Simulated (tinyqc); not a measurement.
Square on-chip spiral inductor, lumped pi model: two steps of the calculation.

Outer diameter do = di + 2 n wd + 2 (n - 1) sp, mean da = (do + di)/2, fill p = (do - di)/(do + di), length l = 4 n da. L = 2.34 mu0 n^2 da/(1 + 2.75 p), mu0 = 4 pi 1e-7 H/m. Rs = rho l/(wd delta (1 - exp(-th/delta))), delta = sqrt(rho/(pi f mu0)). Cs = n wd^2 eps0 eo/hu across the coil. At each end Cox = l wd eps0 eo/(2 ho) leads to the substrate branch Rsi = 2 rs he/(l wd) in parallel with Csi = l wd eps0 11.7/(2 he). With one end grounded Y = 1/(Rs + i w L) + i w Cs + 1/[1/(i w Cox) + 1/(1/Rsi + i w Csi)], w = 2 pi f; Q = -Im Y/Re Y. Eddy currents in neighbouring turns and in the substrate are left out.

Parameters, values chosen for the exercise; values of the order met in silicon radio-frequency processes:
- n = 2.5 (number of turns)
- wd = 8 um (line width)
- sp = 1.5 um (space between turns)
- di = 100 um (inner diameter)
- th = 3 um (metal thickness)
- rho = 2.2 uohm cm (metal resistivity)
- ho = 8.7 um (oxide below the coil)
- hu = 0.6 um (oxide between coil and underpass)
- eo = 3 (relative permittivity of the oxide)
- rs = 20 ohm cm (substrate resistivity)
- he = 80 um (effective spreading depth in the substrate)
- f = 1.3 GHz (frequency)

Constants: eps0 = 8.8541878128e-12 F/m. Results are converted to the units shown.

Task 1. Geometry and model elements. do, l, L, delta, Rs, Cs, Cox, Rsi and Csi as defined.

Wanted: do; l; L; delta; Rs; Cs; Cox; Rsi; Csi.

Result 1.

do = 144.50 um
l = 1222.5 um
L = 1.4973 nH
delta = 2.0704 um
Rs = 2.1220 ohm
Cs = 7.0834 fF
Cox = 14.930 fF
Rsi = 3272.0 ohm
Csi = 6.3322 fF

Task 2. Admittance, quality factor and apparent inductance. Series branch 1/(Rs + i w L), substrate branch, total Y, Q = -Im Y/Re Y, apparent inductance Im(1/Y)/w, metal-only value w L/Rs, share of the loss in the substrate Re(substrate branch)/Re Y.

L = 1.4973225 nH
Rs = 2.1220358 ohm
Cs = 7.0833503 fF
Cox = 14.929993 fF
Rsi = 3271.9836 ohm
Csi = 6.3321831 fF

Give: series branch; substrate branch; Y; Q; apparent inductance; w L/Rs; share of the loss in the substrate.

Result 2.

series branch = 13.772-79.374i mS
substrate branch = 0.03678+0.10105i mS
Y = 13.809-79.215i mS
Q = 5.7366
apparent inductance = 1.4999 nH
w L/Rs = 5.7635
share of the loss in the substrate = 0.26637 %

Q is 99.5 % of the metal-only value.

tinyqc, about 0.01 s, one thread, Intel Xeon 2.30GHz (shared host): `OMP_NUM_THREADS=1 python tinyqc.py 2302063 2302064 out.jsonl`
